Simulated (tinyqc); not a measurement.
Inside a calculation: overlap of hydrogenic dopants: pairs, impurity band and the Mott density. Values are carried at full precision from step to step, so a last printed digit may differ when a step is redone from the rounded ones.

Ry* = Ry m/eps^2, aB = a0 eps/m. For 1s orbitals a distance rho = R/aB apart, in Ry*: overlap S = exp(-rho)(1 + rho + rho^2/3), J = (2/rho)(1 - (1 + rho) exp(-2 rho)) (attraction to the other ion), Kx = 2 (1 + rho) exp(-rho) (exchange of one electron). One electron on a pair has E = -1 - (J +/- Kx)/(1 +/- S), without the repulsion 2/rho of the ions. Hopping after orthogonalisation: t = (Kx - S J)/(1 - S^2), half the splitting. Dopants on a lattice with z neighbours, n = (3 sqrt3/4)/R^3 (bcc), give a band of width B = 2 z t, as on any lattice of two interpenetrating sublattices. Valleys, central cells and disorder are left out.

Constants: Ry = 13.60569312 eV; a0 (Bohr radius) = 0.5291772105 angstrom; hbar = 6.58211957e-16 eV s.

Parameters, chosen for this exercise (an isotropic mass and dielectric constant of the size used for acceptors in Si; shifted at random, so the results belong to these values and not to a real crystal):
```
symbol  value  unit    meaning
m       0.406  m0      mass
eps     11.7           dielectric constant
N       0.011  1/aB^3  dopant density
rho     3.2    aB      distance of a pair
u       0.945  Ry*     cost of a second electron on one dopant
z       8              neighbours in the dopant lattice
```

## Scales

Form Ry*, aB, and the density N in 1/cm^3 (1/angstrom^3 = 1e24/cm^3).

Ry* = 40.353 meV
aB = 15.250 angstrom
density = 3.102e+18 1/cm^3

## A pair with one electron

Form S, J, Kx, the two levels, t, and the total energy of the lower state with the repulsion, relative to a distant pair (-1).

S, J, Kx: [0.31034, 0.62064, 0.34240]

levels (Ry*): even -1.73496, odd -1.40344

t = 0.16576 Ry*
energy of the pair against a distant one (negative: bound) = -0.10996 Ry*

In this host the pair is 4.9 nm long and its splitting 2t is 13.38 meV.

## The pair with two electrons (two-site Hubbard model)

t is the hopping between the two dopants. Singlet at (u - sqrt(u^2 + 16 t^2))/2 below the triplet at 0; estimate 4 t^2/u; weight of double occupancy (1 - u/sqrt(u^2 + 16 t^2))/2; swap time pi hbar/Jx with Jx the splitting in eV. t and u are in units of Ry*.

singlet-triplet splitting (meV): exact 4.225, 4 t^2/u 4.693

double occupancy = 0.0907
swap time = 0.489 ps

The estimate is 11.1 % too high at 4t/u = 0.70.

## The impurity band at this density

Form R/aB, t, B = 2 z t and N^(1/3) aB. Two estimates of the gap between the Hubbard bands: u - B (rigid bands, closing at B = u) and the Hubbard-III rule, which closes at B = (2/sqrt3) u; give B/u.

R/aB = 4.9062
t = 0.04590 Ry*

B: in Ry* 0.734, in meV 29.633

N^(1/3) aB = 0.2224
B/u = 0.777

Both rules leave a gap: an insulator at T = 0. Mott's screening rule, N^(1/3) aB = 0.26, puts this density on the insulating side.

## Checks

- Overlap S against numerical integration in elliptic coordinates: both 0.31034.

Program tinyqc; command `OMP_NUM_THREADS=1 python tinyqc.py 1452713 1452714 out.jsonl`; about 0.01 s on one thread of a shared Intel(R) Xeon(R) Processor @ 2.30GHz.
